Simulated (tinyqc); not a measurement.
Surface approximation against the full path: Rutherford backscattering from a thin compound film on silicon: kinematics, yields, composition and thickness. Computed by tinyqc, a small Python program. Command: `OMP_NUM_THREADS=1 python tinyqc.py 3005133 3005134 out.jsonl rbs walk`. One thread of a shared host (Intel(R) Xeon(R) Processor @ 2.30GHz), about 0.01 s of CPU time with the checks.

Singly charged helium ions (Z1 = 2, M1 = 4.0026 u) enter at the tilt angle a1 to the normal and leave at a2 = |180 - theta - tilt| in the same plane. The film is A B_x.

Inputs (values chosen for the exercise, modelled on a helium beam on NiSi): beam energy E0 = 2.2 MeV; scattering angle theta = 150 degrees; tilt of the sample = 60 degrees; heavy element: mass M_A = 58.7 u; heavy element: stopping eps_A at 2 MeV = 74 1e-15 eV cm^2; light element: mass M_B = 28.09 u; light element: stopping eps_B at 2 MeV = 47.3 1e-15 eV cm^2; atoms of B per atom of A, x = 0.906; atomic density of the film = 80.4 1/nm^3; film thickness d = 13 nm; detector resolution (FWHM) = 11 keV.

Method:
- Kinematic factor K = [(sqrt(M^2 - M1^2 sin^2 theta) + M1 cos theta)/(M + M1)]^2.
- Surface edges lie at K E0; substrate silicon has M = 28.09 u. Mass resolution at M_A = resolution/(E0 dK/dM).
- Stopping per atom eps(E) = eps(2 MeV) (E/2 MeV)^(-0.4) (a law chosen for the exercise); Bragg rule eps_film = (eps_A + x eps_B)/(1 + x); areal density N d, with 1/nm^2 = 0.1 x 1e15/cm^2.
- Width of the signal of element i: [K_i eps(E0)/cos a1 + eps(K_i E0)/cos a2] N d; depth resolution = resolution x d/width of A; energy lost on the way in = eps(E0) N d/cos a1.
- Surface approximation as above. Full path: dE/ds = -eps(E) integrates to E^1.4 = E(start)^1.4 - 1.4 eps(2 MeV) 2000^0.4 s (keV), applied in (s = N d/cos a1), then K, then out (s = N d/cos a2); width = K E0 - exit energy. The last column is the error in thickness if the full width is read with the surface formula.

energy lost on the way in = 12.3365 keV

widths (keV): A 17.4477, B 16.0448

surface edges (keV): A 1704.99, B 1287.64, Si 1287.64

kinematic factors: A 0.774996, B 0.585293, Si 0.585293

Widths (keV):
```
d (nm)  A, surface  A, full  B, full  error (%)
5             6.71     6.72     6.18     0.0789
10           13.42    13.44    12.37     0.1582
20           26.84    26.93    24.78     0.3179
50           67.11    67.65    62.32     0.8064
100         134.21   136.43   125.94     1.6538
150         201.32   206.45   190.98     2.5466
200         268.43   277.80   257.60     3.4901
300         402.64   425.01   396.39     5.5549
```

The error grows roughly in proportion to thickness, from 0.08 % to 5.6 %, because the ion slows and the stopping rises along the path. The signals of A and B would overlap once the width of A exceeds the gap between the edges, 417 keV. Caution: the silicon signal of the film merges with that of the substrate, so only the width of A can be read directly.
